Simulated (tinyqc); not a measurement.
AlGaN/GaN HEMT with access regions, lumped model: one step of the calculation.

A polarisation-induced electron sheet under a Schottky gate, in series with two ungated access regions and contacts. Drift law v = mu E/(1 + mu E/vs) under the gate. Currents in mA/mm, resistances in ohm mm. No self-heating, no channel-length modulation; fits for polarisation, barrier and offset are chosen for the exercise.

Task. On-resistance and breakdown. sigma = (5e13 x + 1.6e13 x^2) cm^-2, phiB = 0.84 + 1.3 x, dEc = 0.7 (1.71 x + x^2) in volts, Cb = eps0 eps_r/d, VT = phiB - dEc - q sigma/Cb, access density n0 = -Cb VT/q. Ron = 2 Rc + Ls/(q mu n0) + Ld/(q mu (1 - ft) n0) + Lg/(mu Cb (Vg - VT)). Off state: a depleted stretch that holds the voltage V has the peak field sqrt(k V), k = 2 q n0/(eps0 eps_r te), so one edge holds V1 = Ec^2/k. The sheet under the plate pinches off at Vf = q n0 (1/Cb + tf/(eps0 ei)); beyond it the gate edge is screened. BV = V1 if Vf >= V1, else Vf + V1, and at most Ec Ld. Specific resistance Ron (Ls + Lg + Ld); figure of merit BV^2 over it.

Parameters, values chosen for the exercise; values close to those of AlGaN/GaN structures:

| symbol | value | unit | meaning |
|---|---|---|---|
| x | 0.22 |  | aluminium share of the barrier |
| d | 18 | nm | barrier thickness |
| eps_r | 9.5 |  | relative permittivity of barrier and channel |
| mu | 1800 | cm^2/(V s) | channel mobility |
| vs | 1e7 | cm/s | saturation velocity |
| Lg | 0.25 | um | gate length |
| Ls | 2 | um | source access length |
| Ld | 4 | um | drain access length |
| Rc | 0.19 | ohm mm | resistance of each contact |
| ft | 0 |  | share of the drain-access electrons removed by traps |
| Vg | -0.5 | V | gate voltage |
| Ec | 2.9 | MV/cm | critical field |
| te | 0.24 | um | depth over which the depleted charge spreads |
| tf | 500 | nm | insulator under the field plate |
| ei | 3.9 |  | relative permittivity of that insulator |

Constants: q = 1.602176634e-19 C, eps0 = 8.8541878128e-14 F/cm where lengths are in cm. Results are converted to the units shown.

Give: Ron; Vf; V1; BV; specific resistance; figure of merit.

Result.

Ron = 2.713 ohm mm
Vf = 220.3 V
V1 = 56.62 V
BV = 56.62 V
specific resistance = 0.1696 mohm cm^2
figure of merit = 18.91 MW/cm^2

The plate pinches off too late to screen the gate edge, so it adds nothing.

Program tinyqc, `OMP_NUM_THREADS=1 python tinyqc.py 2570125 2570126 out.jsonl`; Intel Xeon 2.30GHz, shared host, one thread, about 0.02 s.
